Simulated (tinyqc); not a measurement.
Hexagonal on-chip spiral inductor, lumped pi model: one step of the calculation.

Outer diameter do = di + 2 n wd + 2 (n - 1) sp, mean da = (do + di)/2, fill p = (do - di)/(do + di), length l = 3.464 n da. L = 2.33 mu0 n^2 da/(1 + 3.82 p), mu0 = 4 pi 1e-7 H/m. Rs = rho l/(wd delta (1 - exp(-th/delta))), delta = sqrt(rho/(pi f mu0)). Cs = n wd^2 eps0 eo/hu across the coil. At each end Cox = l wd eps0 eo/(2 ho) leads to the substrate branch Rsi = 2 rs he/(l wd) in parallel with Csi = l wd eps0 11.7/(2 he). With one end grounded Y = 1/(Rs + i w L) + i w Cs + 1/[1/(i w Cox) + 1/(1/Rsi + i w Csi)], w = 2 pi f; Q = -Im Y/Re Y. Eddy currents in neighbouring turns and in the substrate are left out.

Question. Geometry and model elements. do, l, L, delta, Rs, Cs, Cox, Rsi and Csi as defined.

Parameters, values chosen for the exercise; values of the order met in silicon radio-frequency processes: number of turns n = 3.5; line width wd = 8 um; space between turns sp = 3 um; inner diameter di = 100 um; metal thickness th = 3 um; metal resistivity rho = 1.9 uohm cm; oxide below the coil ho = 8.3 um; oxide between coil and underpass hu = 1.2 um; relative permittivity of the oxide eo = 4.1; substrate resistivity rs = 1 ohm cm; effective spreading depth in the substrate he = 50 um; frequency f = 4.3 GHz.

Constants: eps0 = 8.8541878128e-12 F/m. Results are converted to the units shown.

Give: do; l; L; delta; Rs; Cs; Cox; Rsi; Csi.

Answer.

do = 171.00 um
l = 1642.8 um
L = 2.4290 nH
delta = 1.0579 um
Rs = 3.9179 ohm
Cs = 6.7764 fF
Cox = 28.741 fF
Rsi = 76.090 ohm
Csi = 13.615 fF

Numbers from tinyqc (`OMP_NUM_THREADS=1 python tinyqc.py 2302210 2302211 out.jsonl`; about 0.01 s on one thread of a shared Intel Xeon 2.30GHz).
